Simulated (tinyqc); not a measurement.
# Changing the lifetime at T = 0, tau_0

Model: decay of LO phonons and the hot-phonon bottleneck in the cooling of electrons. Computed by tinyqc, a small Python program. Command: `OMP_NUM_THREADS=1 python tinyqc.py 3023793 3023794 out.jsonl hotphonon sweep`. One thread of a shared host (Intel(R) Xeon(R) Processor @ 2.30GHz), about 0.01 s of CPU time with the checks.

n(E, T) = 1/(exp(E/(k_B T)) - 1) is the Bose occupation. Electrons have a temperature T_e; the LO modes within their reach share one occupation N; the decay products stay at the lattice temperature.

Inputs (values chosen for the exercise, modelled on indium phosphide): LO energy hbar omega = 42.2 meV; lattice temperature T = 500 K; electron mass m* = 0.0763 m_0; eps_inf = 9.43; static dielectric constant eps_s = 12.7; electron density n = 4.5e+18 1/cm^3; density of LO modes that the electrons reach, N_m = 1.3e+19 1/cm^3; power supplied per electron P = 3.3 nW.

Decay channel: two equal phonons (Klemens).

Constants: k_B = 8.617333262e-05 eV/K; c = 299792458 m/s; e^2/(4 pi eps_0) = 14.39964548 eV angstrom; hbar^2/(2 m_0) = 3.80998212 eV angstrom^2; hbar = 6.582119569e-16 eV s; e = 1.602176634e-19 C.

Method:
- Decay rate 1/tau = (1/tau_0) [1 + 2 n(hbar omega/2)].
- Full width Gamma = 1/(2 pi c tau) in 1/cm, c in cm/s.
- Froehlich coupling alpha = (e^2/(4 pi eps_0)) (1/eps_inf - 1/eps_s) k_0/(2 hbar omega), k_0 = sqrt(m* hbar omega/(hbar^2/(2 m_0))); emission time tau_sp = hbar/(2 alpha hbar omega); bottleneck ratio r = (n/N_m) tau/tau_sp.
- Net emission per electron: [(N + 1) x - N]/tau_sp with x = exp(-hbar omega/(k_B T_e)), a simple two-level balance; steady state of the modes: n [(N + 1) x - N]/tau_sp = N_m (N - N_0)/tau; power per electron P = hbar omega [(N + 1) x - N]/tau_sp.
- With p = P tau_sp/(hbar omega): N = N_0 + r p and x = (p + N)/(N + 1); without hot phonons N = N_0. The mode temperature T_LO solves n(hbar omega, T_LO) = N.

One run for each value; columns: (1) lifetime at T = 0, tau_0 (ps); (2) electron temperature T_e (K); (3) mode temperature T_LO (K); (4) Raman width Gamma (1/cm); (5) bottleneck ratio r:
```
(1)       (2)     (3)     (4)     (5)
0.10   526.66  502.15  221.13   0.144
0.21   529.07  504.51  105.30   0.303
0.45   534.33  509.66   49.14   0.649
0.97   545.71  520.79   22.80   1.400
2.10   570.32  544.86   10.53   3.030
4.40   620.05  593.44    5.03   6.350
9.40   726.85  697.65    2.35  13.565
20.00  949.83  914.87    1.11  28.862
```

What does the table show, and why?

Over the rows, electron temperature T_e (K) rises from 527 to 950 (exponent d ln y / d ln x 0.0062 between the first rows and 0.35 between the last); mode temperature T_LO (K) rises from 502 to 915 (exponent d ln y / d ln x 0.0063 between the first rows and 0.36 between the last); Raman width Gamma (1/cm) falls from 221 to 1.11 (exponent d ln y / d ln x about -1.0 throughout). The exponent of Raman width Gamma stays at -1: the width is the inverse lifetime. A short-lived phonon is good for cooling: it leaves before it can be reabsorbed.

Caution (rows 0.100, 0.210, 0.450, 0.970, 2.10, 4.40, 9.40): the electrons are degenerate; Pauli blocking and the Fermi energy, left out here, matter.
